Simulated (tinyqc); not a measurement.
# Surface potential of a MOS transistor: implicit equation and explicit approximations: what changes with what

p-type body, charge-sheet picture, depletion and inversion only, full ionisation (an idealisation for deep acceptors), Boltzmann statistics (rough once Na exp(x - xn) passes about Nc/7). In units of Vt: xg = (Vg - Vfb)/Vt, x = psi/Vt, G = gamma/sqrt(Vt), xn = (2 phiF + Vc)/Vt. The implicit equation is (xg - x)^2 = G^2 [x - 1 + exp(x - xn)] for x above about 3. Cox = eps0 eox/tox.

Values chosen for this exercise; band and dielectric values close to those of silicon:
- T = 300 K (temperature)
- Eg = 1.11 eV (band gap)
- eps_r = 11.5 (relative permittivity)
- Nc = 2.75e19 cm^-3 (conduction-band density of states at T)
- Nv = 2.67e19 cm^-3 (valence-band density of states at T)
- eox = 7.54 (relative permittivity of the gate insulator (close to silicon nitride))
- tox = 18 nm (insulator thickness)
- Na = 1e16 cm^-3 (acceptor density)
- Vfb = -0.85 V (flat-band voltage)
- Vc = 1 V (channel-body voltage)
- Vg = 1.67 V (gate-body voltage)

Constants: q = 1.602176634e-19 C, kB = 1.380649e-23 J/K, Vt = kB T/q, eps0 = 8.8541878128e-14 F/cm where lengths are in cm. Results are converted to the units shown.

Each table varies one quantity; the others keep the values above.

## Accuracy of the approximations against gate voltage

ni = sqrt(Nc Nv) exp(-Eg/(2 Vt)), Eg in volts; phiF = Vt ln(Na/ni); gamma = sqrt(2 q eps0 eps_r Na)/Cox; VT = Vfb + Vt (xn + G sqrt(xn - 1)). Depletion value a = 1 + [sqrt(G^2/4 + xg - 1) - G/2]^2; inversion value b = xn + ln[(xg - xn)^2/G^2 - xn + 1] and first guess y = min(a, b) - ln(1 + exp(-|a - b|)) if a > xn + 1, else b = y = a; one second-order correction with D = exp(y - xn), p = 2 (xg - y) + G^2 (1 + D), w = (xg - y)^2 - G^2 (y - 1 + D): z = y + 2 w/(p + sqrt(p^2 - 2 (2 - G^2 D) w)), or the Newton step z = y + w/p where the root is not real. N_inv = (Cox Vt G/q) [sqrt(x - 1 + exp(x - xn)) - sqrt(x - 1)] at the root. Lambert form (Cox m Vt/q) W0[(G/(2 m sqrt(xn - 1))) exp((Vg - VT)/(m Vt))], m = 1 + G/(2 sqrt(xn - 1)). Errors under 1e-4 mV, and the linear form below VT, are printed as 0.

Result of one run:
```
Vg (V)	psi (V)	x - xn	error of y (mV)	error of z (mV)	N_inv (cm^-2)	Cox (Vg - VT)/q (cm^-2)	Lambert form (cm^-2)
2.05	1.8918	7.3687	9.37	-0.281	1.8469e12	2.3134e12	1.9148e12
```

What becomes of these results when the gate-body voltage Vg is changed from 2.05 to 1.85 V, all else the same?

Result of the changed run:
```
Vg (V)	psi (V)	x - xn	error of y (mV)	error of z (mV)	N_inv (cm^-2)	Cox (Vg - VT)/q (cm^-2)	Lambert form (cm^-2)
1.85	1.8805	6.9310	10.9	-0.479	1.4116e12	1.8504e12	1.4686e12
```

The whole series:
```
Vg (V)	psi (V)	x - xn	error of y (mV)	error of z (mV)	N_inv (cm^-2)	Cox (Vg - VT)/q (cm^-2)	Lambert form (cm^-2)
0.65	1.3245	-14.576	0	0	1891.2	0	1580.5
0.85	1.5122	-7.3134	1.02e-3	0	2.5195e6	0	2.3442e6
1.05	1.6993	-0.075588	1.34	0	3.2912e9	0	3.3006e9
1.25	1.8103	4.2170	24.0	7.24	1.9434e11	4.6148e11	2.0461e11
1.45	1.8457	5.5844	17.3	-3.18	5.7080e11	9.2447e11	5.9944e11
1.65	1.8660	6.3705	13.2	-0.977	9.8406e11	1.3875e12	1.0282e12
1.85	1.8805	6.9310	10.9	-0.479	1.4116e12	1.8504e12	1.4686e12
2.05	1.8918	7.3687	9.37	-0.281	1.8469e12	2.3134e12	1.9148e12
2.25	1.9011	7.7282	8.25	-0.183	2.2872e12	2.7764e12	2.3644e12
```

psi rises from 1.32 to 1.90 V and ends 7.7 Vt above 2 phiF + Vc. Among the rows the first guess is off by at most 24 mV (at Vg = 1.25 V) and the corrected value by at most 7.2 mV. In the last row the linear form is 21 % above N_inv and the Lambert form 3.4 % above it; in the first row the Lambert form is 16 % below it. For Vg = 1.65, 1.85, 2.05, 2.25 the electron quasi-Fermi level lies less than 2 Vt below the band edge at the surface, or above it, where degeneracy and confinement, left out, matter.

## Effect of the acceptor density at fixed gate voltage

Same model as above.

Vfb is held fixed.

Effect of the acceptor density at fixed gate voltage:
```
Na (cm^-3)	psi (V)	x - xn	error of y (mV)	error of z (mV)	N_inv (cm^-2)	Cox (Vg - VT)/q (cm^-2)	Lambert form (cm^-2)
3.3e14	1.788	10.18	15.9	-2.30	1.608e12	2.224e12	1.749e12
7.3e14	1.807	9.331	15.2	-1.80	1.522e12	2.089e12	1.639e12
1.6e15	1.826	8.485	14.4	-1.41	1.415e12	1.935e12	1.510e12
3.5e15	1.844	7.629	13.6	-1.12	1.280e12	1.752e12	1.353e12
7.6e15	1.862	6.755	13.1	-0.936	1.103e12	1.527e12	1.155e12
1.7e16	1.878	5.779	13.0	-0.894	8.532e11	1.225e12	8.861e11
3.7e16	1.889	4.640	14.5	-1.32	5.249e11	8.332e11	5.411e11
8e16	1.875	2.577	15.0	-0.989	1.207e11	2.999e11	1.233e11
```

As Na goes from 3.3e14 to 8e16, psi goes from 1.79 through a maximum of 1.89 (at Na = 3.7e16 among the rows listed) to 1.88 V, x - xn falls from 10.2 to 2.58 and N_inv falls from 1.61e12 to 1.21e11 cm^-2. The Lambert form lies between 1.02 and 1.09 times N_inv. For Na = 3.3e14, 7.3e14, 1.6e15, 3.5e15, 7.6e15, 1.7e16 the electron quasi-Fermi level lies less than 2 Vt below the band edge at the surface, or above it, where degeneracy and confinement, left out, matter.

Numbers from tinyqc (`OMP_NUM_THREADS=1 python tinyqc.py 2122189 2122190 out.jsonl`; about 0.01 s on one thread of a shared Intel Xeon 2.30GHz).
